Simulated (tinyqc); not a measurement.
Hueckel theory of the pi electrons, for the molecule Nc1cc[cH+]c(Cl)cc1 (SMILES; centres numbered as the heavy atoms are written), step by step. Computed by tinyqc, a small Python program that keeps every step. Settings: charge = 1. Command: `OMP_NUM_THREADS=1 python tinyqc.py 26503 26504 out.jsonl` (the two numbers bound the seeds that draw the settings). One thread of a shared host (Intel(R) Xeon(R) Processor @ 2.60GHz), about 0.01 s of CPU time with the checks.

## The Hueckel matrix

Centres:
```
centre  z_r, pi electrons of the neutral centre        h
1N                                            2  1.50000
2C                                            1  0.00000
3C                                            1  0.00000
4C                                            1  0.00000
5C                                            1  0.00000
6C                                            1  0.00000
7Cl                                           2  2.00000
8C                                            1  0.00000
9C                                            1  0.00000
```

Bonds:
```
i  j        k
1  2  0.80000
2  3        1
3  4        1
4  5        1
5  6        1
6  7  0.40000
6  8        1
8  9        1
9  2        1
```

H_rr = alpha + h_r beta, H_rs = k_rs beta for bonded centres.

Hueckel matrix in units of beta (H = alpha + beta A):
```
          1N       2C       3C       4C       5C       6C      7Cl       8C
1N   1.50000  0.80000  0.00000  0.00000  0.00000  0.00000  0.00000  0.00000
2C   0.80000  0.00000  1.00000  0.00000  0.00000  0.00000  0.00000  0.00000
3C   0.00000  1.00000  0.00000  1.00000  0.00000  0.00000  0.00000  0.00000
4C   0.00000  0.00000  1.00000  0.00000  1.00000  0.00000  0.00000  0.00000
5C   0.00000  0.00000  0.00000  1.00000  0.00000  1.00000  0.00000  0.00000
6C   0.00000  0.00000  0.00000  0.00000  1.00000  0.00000  0.40000  1.00000
7Cl  0.00000  0.00000  0.00000  0.00000  0.00000  0.40000  2.00000  0.00000
8C   0.00000  0.00000  0.00000  0.00000  0.00000  1.00000  0.00000  0.00000
9C   0.00000  1.00000  0.00000  0.00000  0.00000  0.00000  0.00000  1.00000

          9C
1N   0.00000
2C   1.00000
3C   0.00000
4C   0.00000
5C   0.00000
6C   0.00000
7Cl  0.00000
8C   1.00000
9C   0.00000
```

## Orbitals

pi electrons, sum of z_r less the charge = 10

Diagonalise; E = alpha + x beta with beta < 0, so the largest x are filled first; degenerate levels share their electrons. P = sum n_i c_ri c_si; each orbital has its largest coefficient positive (the first on a tie).

x values: 2.26153  2.09490  1.63722  1.23636  0.94145  -0.45556  -0.54188  -1.81337  -1.86064

occupations: 2.00000  2.00000  2.00000  2.00000  2.00000  0.00000  0.00000  0.00000  0.00000

coefficients:
```
         MO1       MO2       MO3       MO4       MO5       MO6       MO7       MO8
1N   0.42714  -0.44211   0.54043  -0.05178   0.51771   0.02188  -0.20198   0.00744
2C   0.40660  -0.32876   0.09269   0.01707  -0.36146  -0.05348   0.51554  -0.03079
3C   0.28059  -0.18596  -0.16729  -0.38674  -0.40197   0.52165  -0.00736   0.25341
4C   0.22797  -0.06080  -0.36658  -0.49521  -0.01698  -0.18417  -0.51155  -0.42874
5C   0.23497   0.05860  -0.43288  -0.22553   0.38599  -0.43775   0.28456   0.52405
6C   0.30342   0.18355  -0.34214   0.21638   0.38036   0.38359   0.35735  -0.52156
7Cl  0.46407   0.77367   0.37724  -0.11334  -0.14373  -0.06249  -0.05623   0.05471
8C   0.26559   0.01645  -0.27818   0.53839   0.02960   0.28800  -0.45571   0.39985
9C   0.29723  -0.14908  -0.11329   0.44926  -0.35250  -0.51479  -0.11041  -0.20352

          MO9
1N   -0.13413
2C    0.56345
3C   -0.45953
4C    0.29157
5C   -0.08298
6C   -0.13718
7Cl   0.01421
8C    0.33253
9C   -0.48154
```

charge and bond-order matrix P:
```
           1N        2C        3C        4C        5C        6C       7Cl        8C
1N    1.88136   0.36221  -0.15284  -0.11400   0.10405   0.09853  -0.01698  -0.11344
2C    0.36221   0.82589   0.59683   0.15277  -0.21444  -0.20496   0.03865   0.15057
3C   -0.15284   0.59683   0.90488   0.66988   0.11903  -0.25667   0.04970  -0.20422
4C   -0.11400   0.15277   0.66988   0.87114   0.62765   0.13965  -0.04192  -0.21119
5C    0.10405  -0.21444   0.11903   0.62765   0.89176   0.65635  -0.07768   0.14759
6C    0.09853  -0.20496  -0.25667   0.13965   0.65635   0.86863   0.14910   0.61308
7Cl  -0.01698   0.03865   0.04970  -0.04192  -0.07768   0.14910   1.97948  -0.06846
8C   -0.11344   0.15057  -0.20422  -0.21119   0.14759   0.61308  -0.06846   0.87786
9C   -0.14823   0.58889   0.19605  -0.19629  -0.25447   0.12944  -0.04079   0.67890

           9C
1N   -0.14823
2C    0.58889
3C    0.19605
4C   -0.19629
5C   -0.25447
6C    0.12944
7Cl  -0.04079
8C    0.67890
9C    0.89900
```

## Energy, charges, bond orders

E = sum n x; q_r = z_r - P_rr; bond order p = P_rs; free valence = sqrt(3) - sum of p over the bonds of the atom.

pi energy = 10 alpha + this times beta = 16.34292

pi charges: 1N 0.11864, 2C 0.17411, 3C 0.09512, 4C 0.12886, 5C 0.10824, 6C 0.13137, 7Cl 0.02052, 8C 0.12214, 9C 0.10100

Bond orders and lengths from R = 1.517 - 0.180 p (angstrom, C-C alone):
```
bond        p        R
1-2   0.36221        -
2-3   0.59683  1.40957
3-4   0.66988  1.39642
4-5   0.62765  1.40402
5-6   0.65635  1.39886
6-7   0.14910        -
6-8   0.61308  1.40665
8-9   0.67890  1.39480
9-2   0.58889  1.41100
```

free valence of the carbons: 2C 0.18413, 3C 0.46535, 4C 0.43453, 5C 0.44805, 6C 0.31353, 8C 0.44008, 9C 0.46426

gap between the highest filled and the next level = 1.39701 |beta|
